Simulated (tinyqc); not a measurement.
Changing the modulation frequency f: time-domain thermoreflectance: layered heat flow under a modulated pulse train, and what the signal ratio measures. Computed by tinyqc, a small Python program. Command: `OMP_NUM_THREADS=1 python tinyqc.py 3113868 3113869 out.jsonl tdtr sweep`. One thread of a shared host (Intel(R) Xeon(R) Processor @ 2.30GHz), about 0.1 s of CPU time with the checks.

Pulses repeat at 80 MHz; heat is laid down at the surface, all layers are isotropic.

Inputs (values chosen for the exercise, modelled on aluminium on 4H-SiC):
```
quantity                                value        unit
metal thickness d                          84          nm
metal conductivity                        120     W/(m K)
metal heat capacity                      2.42  MJ/(m^3 K)
boundary conductance G under the metal     78  MW/(m^2 K)
substrate conductivity kappa              324     W/(m K)
substrate heat capacity C                2.17  MJ/(m^3 K)
spot radius w (1/e^2, pump and probe)      17  micrometre
delay t                                  1700          ps
```

Stack: metal, substrate.

Method:
- Penetration depth sqrt(kappa/(pi f C)); effusivity sqrt(kappa C); cooling time of the metal d C_m/G; Kapitza length kappa/G.
- For radial wave number k and angular frequency W each layer has u = sqrt(4 pi^2 k^2 + i W C/kappa) and gamma = kappa u. Surface impedance from below: Z = 1/gamma for the substrate; a layer of thickness L maps Z to (Z + tanh(u L)/gamma)/(1 + gamma Z tanh(u L)); a boundary adds 1/G.
- Response per absorbed watt H(W) = 2 pi int_0^(2/w) Z(k, W) exp(-pi^2 k^2 w^2) k dk by 20 Gauss-Legendre points.
- Signal: X + iY = sum_(m = -M..M) H(2 pi (f + m f_r)) exp(i 2 pi m f_r t) exp(-pi (m/M)^2 x 4), f_r = 80 MHz, M = 4000, with H(-W) the complex conjugate of H(W); V_in = X, V_out = Y, ratio = -V_in/V_out.

One run for each value:
```
modulation frequency f (MHz)  ratio -V_in/V_out  phase of H(2 pi f) (degrees)  penetration depth (micrometre)
0.30                                      4.751                        -18.47                           12.59
0.55                                      4.567                        -20.19                            9.30
1.00                                      4.675                        -20.87                            6.89
1.80                                      4.978                        -20.64                            5.14
3.30                                      5.280                        -20.16                            3.79
6.00                                      5.217                        -20.46                            2.81
11.00                                     4.536                        -22.81                            2.08
20.00                                     3.445                        -28.47                            1.54
```

What does the table show?

Over the rows, ratio -V_in/V_out lies between 3.44 and 5.28 without a single trend; phase of H(2 pi f) (degrees) lies between -28.5 and -18.5 without a single trend; penetration depth (micrometre) falls from 12.6 to 1.54 (exponent d ln y / d ln x about -0.50 throughout).

Extremes, crossings and ranges named in words are read from the listed rows.
